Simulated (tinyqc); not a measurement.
Levels of description: finite square well with mass mismatch (envelope functions).

A square well of width L and depth V0, mass mw inside and mb outside, energies from the bottom of the well, c = hbar^2/2m0. k = sqrt(mw E/c), kappa = sqrt(mb (V0 - E)/c). psi and psi'/m are continuous at the walls (BenDaniel-Duke), so level n solves k L + 2 atan[(k/mw)/(kappa/mb)] = n pi.

Non-parabolic bands: mw is replaced by mw (1 + alpha_w E) and mb by mb (1 - alpha_b (V0 - E)), in k, kappa and the matching condition alike.

Constants: hbar^2/2m0 = 3.80998211 eV angstrom^2.

Values chosen for the exercise (near those of a non-polar GaN well in AlGaN; the results hold for these values, not for the real material): L = 34 angstrom (well width); V0 = 0.39 eV (barrier height); mw = 0.198 m0 (mass in the well); mb = 0.231 m0 (mass in the barrier); alpha_w = 0.18 1/eV (non-parabolicity in the well); alpha_b = 0.42 1/eV (non-parabolicity in the barrier).

The same well five ways. mb = mw: the barrier takes the mass of the well. psi' continuous: kappa holds mb but the condition drops the masses, k L + 2 atan(k/kappa) = n pi. The last column is measured against BenDaniel-Duke.

Cases:
```
model
infinite walls
mb = mw
BenDaniel-Duke
psi' continuous
non-parabolic
```

Rank the cases by E1, lowest first.

Answer: BenDaniel-Duke, non-parabolic, mb = mw, psi' continuous, infinite walls.

Levels (eV):
```
model                E1      E2      E3  E1 - E1(BDD) (meV)
infinite walls   0.1643  0.6571  1.4786                86.9
mb = mw          0.0805  0.2923       -                 3.1
BenDaniel-Duke   0.0773  0.2872       -                 0.0
psi' continuous  0.0836  0.2974       -                 6.2
non-parabolic    0.0797  0.2824       -                 2.3
```

Hard walls put E1 86.9 meV too high. Ignoring the mass step moves it by +3.1 meV and the wrong matching by +6.2 meV: with mb/mw = 1.17, continuity of psi'/m lets the slope outside be 1.17 times the slope inside, which acts like a softer wall. Non-parabolicity shifts E1 by +2.3 meV, the balance of a heavier mass in the well, which lowers it, and a lighter mass deep in the barrier, which hardens the wall. Among the finite wells the largest departure in E1 is that of the model 'psi' continuous'.

tinyqc: `OMP_NUM_THREADS=1 python tinyqc.py 1250006 1250007 out.jsonl`; about 0.01 s, one thread, shared Intel(R) Xeon(R) Processor @ 2.30GHz.
